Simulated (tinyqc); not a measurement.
Inside a calculation: ellipsoidal valleys in the axes of a wafer and a channel. Values are carried at full precision from step to step, so a last printed digit may differ when a step is redone from the rounded ones.

Valleys with axes a along [111], [1-1-1], [-11-1] and [-1-11], one whole valley each; inverse mass tensor w = 1/mt + (1/ml - 1/mt) a a. Device axes: z = nz/|nz|, x = nx/|nx|, y = z cross x; in them a = (ax, ay, az). Confinement mass mz = 1/w_zz. In the plane w_ij is replaced by u_ij = w_ij - w_iz w_jz/w_zz (i, j = x, y); density-of-states mass md = 1/sqrt(det u); conductivity mass along x mc = 1/u_xx; ballistic transport mass mx = u_yy/det u, width mass my = 1/u_yy.

Constants: hbar^2/2m0 = 3.80998211 eV angstrom^2; kB = 8.617333262e-05 eV/K.

Values chosen for the exercise (near those of the L valleys of Ge; not measured data): ml = 1.617 m0 (longitudinal mass); mt = 0.082 m0 (transverse mass); nz = (1, 0, 0) (surface normal (confinement)); nx = (0, 1, 1) (channel direction); t = 8.4 nm (thickness of the film); T = 77 K (temperature).

## Device axes and valley axes

Give the rows x, y, z in cubic components and each valley axis in device components.

device axes, rows x, y, z; columns [100], [010], [001]:
```
[[0.0000, 0.7071, 0.7071],
 [0.0000, -0.7071, 0.7071],
 [1.0000, 0.0000, 0.0000]]
```

valley axes, rows [111], [1-1-1], [-11-1], [-1-11]; columns ax, ay, az:
```
[[0.81650, 0.00000, 0.57735],
 [-0.81650, 0.00000, 0.57735],
 [0.00000, -0.81650, -0.57735],
 [0.00000, 0.81650, -0.57735]]
```

## Tensors of the valley [-11-1]

Form w and the reduced tensor u.

w (1/m0), rows x, y, z and columns alike:
```
[[12.1951, 0.0000, 0.0000],
 [0.0000, 4.4773, -5.4573],
 [0.0000, -5.4573, 8.3362]]
```

u (1/m0), rows x, y and columns alike:
```
[[12.1951, 0.0000],
 [0.0000, 0.9047]]
```

The axis is tilted against the normal, so w_xz or w_yz is not zero and the reduction changes the masses in the plane.

## Masses of all valleys

Give mz, md, mc, mx and my.

Masses (m0):
```
valley       mz      md      mc      mx      my
[111]    0.1200  0.3011  1.1053  1.1053  0.0820
[1-1-1]  0.1200  0.3011  1.1053  1.1053  0.0820
[-11-1]  0.1200  0.3011  0.0820  0.0820  1.1053
[-1-11]  0.1200  0.3011  0.0820  0.0820  1.1053
```

mz md^2 = ml mt^2 = 0.01087 for every valley, so a heavy confinement mass comes with a small density of states. On this face all axes make the same angle with the normal.

## Subbands and shares in a film

Hard walls: E_n = c (n pi/t)^2/mz, c = hbar^2/2m0, n = 1, 2, 3. Non-degenerate share of a valley proportional to md sum_n exp(-E_n/kT); mean 1/mc = sum of share/mc. 1 nm = 10 angstrom.

Give the ladders, the shares and the mean conductivity mass.

Subbands:
```
valley   E1 (meV)  E2 (meV)  E3 (meV)  share
[111]        44.4     177.7     399.8  0.250
[1-1-1]      44.4     177.7     399.8  0.250
[-11-1]      44.4     177.7     399.8  0.250
[-1-11]      44.4     177.7     399.8  0.250
```

mean mc = 0.1527 m0

The lowest ladder ([111], [1-1-1], [-11-1] and [-1-11]) holds 100 % of the electrons in these valleys: all valleys have the same mz and md on this face, though not always the same mc.

## Checks

- mz md^2 against ml mt^2: they agree to 1e-10 or better.
- mx my against md^2: they agree to 1e-10 or better.

Run: tinyqc, `OMP_NUM_THREADS=1 python tinyqc.py 1850503 1850504 out.jsonl`; Intel(R) Xeon(R) Processor @ 2.30GHz, one thread, shared host; about 0.01 s of CPU time with all checks.
